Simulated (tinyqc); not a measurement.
# n-type polysilicon, carrier trapping at grain boundaries, step by step

Computed by the program tinyqc: `OMP_NUM_THREADS=1 python tinyqc.py 2830251 2830252 out.jsonl`, one thread of a shared Intel Xeon 2.30GHz, about 0.01 s for the whole run. Printed values are rounded.

One-dimensional grains of size Lg, uniform ionised doping N, monovalent traps Qt at each boundary at a depth Et below (for electrons) or above (for holes) the band edge there, abrupt depletion of width W on each side of a boundary, Boltzmann statistics. xi is the distance from the band edge at the grain centre to the Fermi level. Trapped charge Qt/(1 + exp((xi + VB - Et)/Vt)) = 2 N W, barrier VB = q N W^2/(2 eps0 eps_r).

Parameters, values chosen for the exercise; values of the order met in polycrystalline silicon: temperature T = 300 K; relative permittivity eps_r = 11.7; conduction-band density of states at T NB = 2.8e19 cm^-3; grain size Lg = 63 nm; trap density of a grain boundary Qt = 1.3e12 cm^-2; depth of the trap level from the majority band edge at the boundary Et = 0.31 eV; mass for thermionic emission ms = 0.44 m0; correction factor of the emission rate fe = 0.25; mobility inside the grains mug = 71 cm^2/(V s); doping N = 1.6e18 cm^-3.

Constants: q = 1.602176634e-19 C, kB = 1.380649e-23 J/K, m0 = 9.1093837015e-31 kg, Vt = kB T/q, eps0 = 8.8541878128e-14 F/cm where lengths are in cm. Results are converted to the units shown.

Range of the model: VB is below Vt, where abrupt depletion and thermionic emission are rough.

## Starting value

W = 3.2 nm.

W at the start = 3.2 nm

## Iteration 1: new W

Partly depleted grain, xi = Vt ln(NB/N): f = 1/(1 + exp((xi + VB - Et)/Vt)), g = Qt f - 2 N W, g' = -2 Qt f (1 - f) VB/(W Vt) - 2 N, W(new) = W - g/g'.

VB = 0.0126697 V
f = 0.999823
g = 2.75770e11 cm^-2
g' = -3.20070e11 cm^-2/nm
W after iteration 1 = 4.06159 nm

## Iteration 2: new W

As before.

VB = 0.0204107 V
f = 0.999761
g = -1.95964e7 cm^-2
g' = -3.20121e11 cm^-2/nm
W after iteration 2 = 4.06153 nm

## Course of the iteration

Stop when the step is below 1e-10 nm, or after 40 iterations.

Course of the iteration:

| iteration | W before the step (nm) | step (nm) |
|---|---|---|
| 1 | 3.2 | 0.862 |
| 2 | 4.06159 | -6.12e-5 |
| 3 | 4.06153 | -4.49e-13 |

Converged in 3 iterations.

## Depletion width, Fermi level and barrier

If the trap equation with xi = Vt ln(NB/N) has a root W < Lg/2, the grain is partly depleted; otherwise W = Lg/2 and the trap equation gives xi = Et - VB + Vt ln(Qt/(N Lg) - 1). N* = Qt/Lg.

N* = 2.06349e17 cm^-3
W = 4.06153 nm
xi = 0.0739936 V
VB = 0.0204101 V
share of traps filled = 0.999761

N is 7.75 N*, and the grain is partly depleted; VB = 0.789 Vt.

## Resistivity and effective mobility

n0 = NB exp(-xi/Vt); mean density n0 (1 - 2 W/Lg) by charge balance in a partly depleted grain, and n0 (sqrt(pi)/2) erf(u)/u with u = sqrt(VB/Vt) in a fully depleted one; v = sqrt(kB T/(2 pi ms m0)); barrier resistivity Vt exp(VB/Vt)/(q fe n0 v Lg); grain resistivity (1 - 2 W/Lg)/(q n0 mug); effective mobility 1/(q mean density total resistivity).

n0 = 1.6e18 cm^-3
mean density = 1.39370e18 cm^-3
v = 4.05547e6 cm/s
barrier resistivity = 0.0347709 ohm cm
grain resistivity = 0.0478587 ohm cm
resistivity = 0.0826296 ohm cm
effective mobility = 54.1982 cm^2/(V s)

The resistivity is 1.50 times that of a single crystal with the same N and mobility mug, and the mean density is 87.1 % of N.
